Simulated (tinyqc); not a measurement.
Phase space against the mass ratio: three-phonon processes in a diatomic chain: dispersion, energy and momentum conservation, and decay channels of optical phonons. Computed by tinyqc, a small Python program. Command: `OMP_NUM_THREADS=1 python tinyqc.py 3120665 3120666 out.jsonl threeph walk`. One thread of a shared host (Intel(R) Xeon(R) Processor @ 2.30GHz), about 0.05 s of CPU time with the checks.

Cell length a, two atoms, one spring constant. x = q a/pi runs from -1 to 1; A and O are the acoustic and optical branches. Matrix elements are not computed: only conservation laws and occupation factors are followed.

Inputs (values chosen for the exercise, for a model chain): light mass m = 69.7 u; spring constant k = 12 eV/angstrom^2; temperature T = 800 K.

Constants: nu for 1 eV/(angstrom^2 u) = 15.6333042 THz; h x 1 THz = 4.135667696 meV; k_B = 8.617333262e-05 eV/K.

Method:
- omega^2 = k (1/m + 1/M) -/+ k sqrt((1/m + 1/M)^2 - 4 sin^2(pi x/2)/(m M)); nu = 15.6333042 THz x sqrt(omega^2) for eV/(angstrom^2 u).
- Processes for O(x): decay O -> A + A and O -> O + A with x = x' + x'' (mod 2), and absorption O + A -> O with x + x' = x'' (mod 2). Roots of the energy mismatch in x' are bracketed on 4001 points from -1 to 1 and refined. A process is umklapp (U) if the sum of wave numbers leaves (-1, 1]. Weight = occupation factor/|d mismatch/dx'|, the factor being 1 + n' + n'' for decay and n' - n'' for absorption. Pairs that differ only by exchanging two acoustic products count once, and the trivial root x' = 0 is left out.
- Total weight summed over channels and averaged over x = 0.05, 0.15, ..., 0.95, with m and k fixed; share of those x with an open channel.

Optical phonons:
```
M/m  weight, A + A (1/THz)  weight, with O (1/THz)  share open
1.1                 0.8397                       0         1.0
1.5                 1.8179                       0         1.0
2.0                 1.0529                       0         0.8
2.5                 0.5971                       0         0.5
2.9                 0.4611                       0         0.2
3.3                 0.0000                       0         0.0
3.7                 0.0000                       0         0.0
4.2                 0.0000                       0         0.0
6.0                 0.0000                       0         0.0
```

The A + A channel closes between M/m = 2.9 and 3.3 on this grid: energy conservation alone would allow it up to M/m = 4, where the optical bottom passes twice the acoustic top, but momentum must be conserved too. No channel with a second optical phonon opens at any ratio. A large gap that shuts such channels is one reason why crystals with very unequal masses can conduct heat well.
